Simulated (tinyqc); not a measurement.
Inside a calculation: virtual-crystal alloy A(1-x)B(x) in sp3s* tight binding. Values are carried at full precision from step to step, so a last printed digit may differ when a step is redone from the rounded ones.

Virtual crystal: a(x) = (1 - x) aA + x aB (Vegard); the six levels are averaged linearly; the seven couplings follow Harrison's rule, V(x) a(x)^2 = (1 - x) V_A aA^2 + x V_B aB^2. No spin-orbit coupling and no disorder. Gaps are measured from the top of the valence band at Gamma; the Delta value is the minimum on (kx,0,0) for kx from 0.5 to 1.

Parameters, chosen for this exercise (A near a published set for Si, B for Ge; such sets place X and L only to about 0.5 eV; shifted at random, so the results belong to these values and not to a real crystal): aA = 5.431 angstrom (lattice constant of A); aB = 5.659 angstrom (of B); pA = (-4.198, 1.711, -4.198, 1.711, 6.696, 6.696, -8.267, 1.714, 4.593, 5.734, 5.734, 5.389, 5.389) eV (order Esa, Epa, Esc, Epc, Exa, Exc, Vss, Vxx, Vxy, Vsapc, Vscpa, Vxapc, Vpaxc); pB = (-5.89, 1.606, -5.89, 1.606, 6.415, 6.415, -6.799, 1.61, 4.919, 5.47, 5.47, 5.219, 5.219) eV (the same for B); x = 0.29 (fraction of B).

## Parameters of the alloy

Form a(x) and the thirteen parameters.

a(x) = 5.4971 angstrom

parameters (eV): Esa -4.6887, Epa 1.6805, Esc -4.6887, Epc 1.6805, Exa 6.6145, Exc 6.6145, Vss -7.8188, Vxx 1.6826, Vxy 4.6948, Vsapc 5.6549, Vscpa 5.6549, Vxapc 5.3387, Vpaxc 5.3387

Against a plain linear average the 1/a^2 rule changes Vss by +22.5 meV and Vxy by +7.3 meV.

## Levels at Gamma

The parameters stand in the order Esa, Epa, Esc, Epc, Exa, Exc, Vss, Vxx, Vxy, Vsapc, Vscpa, Vxapc, Vpaxc. At k = 0 the s levels are the roots of [[Esa, Vss], [Vss, Esc]] and the p levels those of [[Epa, Vxx], [Vxx, Epc]]; the direct gap runs from the lower p root to the lower of the two upper roots.

s roots (eV): [-12.5074, 3.1301]

p roots (eV): [-0.0021, 3.3632]

direct gap = 3.1322 eV

The lowest empty level at Gamma is s-like.

## The Hamiltonian at X

sp3s* tight binding, nearest neighbours only: anion (a) at 0, cation (c) at a/4 (1,1,1), orbitals s, px, py, pz, s* on each; k in units of 2 pi/a. With phases e_j = exp(i (pi/2) k.n_j) for n = (1,1,1), (1,-1,-1), (-1,1,-1), (-1,-1,1): g0 = (e1+e2+e3+e4)/4, g1 = (e1+e2-e3-e4)/4, g2 = (e1-e2+e3-e4)/4, g3 = (e1-e2-e3+e4)/4. The diagonal holds the levels Esa, Epa, Exa (s*) and Esc, Epc, Exc. Anion-cation block: <sa|sc> = Vss g0; <sa|xc> = Vsapc g1; <xa|sc> = -Vscpa g1; <xa|xc> = Vxx g0; <xa|yc> = <ya|xc> = Vxy g3, <xa|zc> = <za|xc> = Vxy g2, <ya|zc> = <za|yc> = Vxy g1; <s*a|xc> = Vxapc g1; <xa|s*c> = -Vpaxc g1; y and z take g2 and g3 in place of g1; s-s* and s*-s* vanish.

k = (1,0,0); parameters in the order Esa, Epa, Esc, Epc, Exa, Exc, Vss, Vxx, Vxy, Vsapc, Vscpa, Vxapc, Vpaxc.

g0, g1, g2, g3: [0.0000, 1.0000i, 0.0000, 0.0000]

H (eV):
```
           sa       xa        ya        za       s*a        sc       xc       yc       zc       s*c
sa    -4.6887        0         0         0         0         0  5.6549i        0        0         0
xa          0   1.6805         0         0         0  -5.6549i        0        0        0  -5.3387i
ya          0        0    1.6805         0         0         0        0        0  4.6948i         0
za          0        0         0    1.6805         0         0        0  4.6948i        0         0
s*a         0        0         0         0    6.6145         0  5.3387i        0        0         0
sc          0  5.6549i         0         0         0   -4.6887        0        0        0         0
xc   -5.6549i        0         0         0  -5.3387i         0   1.6805        0        0         0
yc          0        0         0  -4.6948i         0         0        0   1.6805        0         0
zc          0        0  -4.6948i         0         0         0        0        0   1.6805         0
s*c         0  5.3387i         0         0         0         0        0        0        0    6.6145
```

## Levels at X

Diagonalise H; four bands are filled. The top of the valence band is the lower p root at Gamma.

levels (eV): [-8.5288, -8.5288, -3.0143, -3.0143, 1.4229, 1.4229, 6.3754, 6.3754, 10.7123, 10.7123]

gap from the valence top to X = 1.4250 eV

## The three valleys

The same at Gamma, along Delta and at L.

gaps (eV): Gamma 3.1322, Delta 1.0655, L 1.9679

position of the Delta minimum = 0.751 2 pi/a

In this model the alloy is indirect, with its lowest valley at the Delta line and the next 902 meV above. The bowing from disorder and bond relaxation, left out here, lowers real gaps, by tenths of an eV in badly matched pairs.

## Checks

- Direct gap from the blocks against the full matrix: both 3.13218.

(tinyqc, `OMP_NUM_THREADS=1 python tinyqc.py 1450494 1450495 out.jsonl`, Intel(R) Xeon(R) Processor @ 2.30GHz, 1 thread, shared host, about 0.06 s.)
